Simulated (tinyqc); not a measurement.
# Convergence with the mesh in the empty well

In an empty well of width L and depth Vb, level k solves kw L/2 = (k - 1) pi/2 + arctan(sqrt((mw/mb)(Vb - E)/E)) with kw = sqrt(mw E/C), C = hbar^2/(2 m0). Mesh: N intervals across the well, hz = L/N, nodes at (i + 1/2) hz from an edge, mass (mw + mb)/2 on the interval that holds an interface, walls 3 L outside the edges; H_ii = C (1/m_(i-1/2) + 1/m_(i+1/2))/hz^2 + V_i, H_(i,i+1) = -C/(m_(i+1/2) hz^2). No field, no charge.

Values chosen for this exercise; material values close to those of In0.53Ga0.47As in InP: mass along z in the well mw = 0.0404 m0; mass along z in the barriers mb = 0.0817 m0; barrier height Vb = 0.25 eV; well width L = 8.8 nm.

Constants: q = 1.602176634e-19 C, hbar = 1.054571817e-34 J s, m0 = 9.1093837015e-31 kg, hbar^2/(2 m0) = 0.0380998212 eV nm^2. Results are converted to the units shown.

The same in every row: exact E1 (meV) = 46.30.

Results:

| N | E1 on the mesh (meV) | error (%) |
|---|---|---|
| 4 | 39.30 | -15.1 |
| 8 | 44.25 | -4.45 |
| 16 | 45.77 | -1.16 |
| 32 | 46.17 | -0.295 |
| 128 | 46.30 | -0.0185 |

Estimate the missing row, N = 64.

Computed row:

| N | E1 on the mesh (meV) | error (%) |
|---|---|---|
| 64 | 46.27 | -0.0739 |

With this row back in the table: The error goes from -15 % to -0.018 %; between N = 32 and 64 it shrinks by a factor of 4.0, the 4 of a second-order scheme.

tinyqc, about 0.2 s, one thread, Intel Xeon 2.30GHz (shared host): `OMP_NUM_THREADS=1 python tinyqc.py 2140133 2140134 out.jsonl`
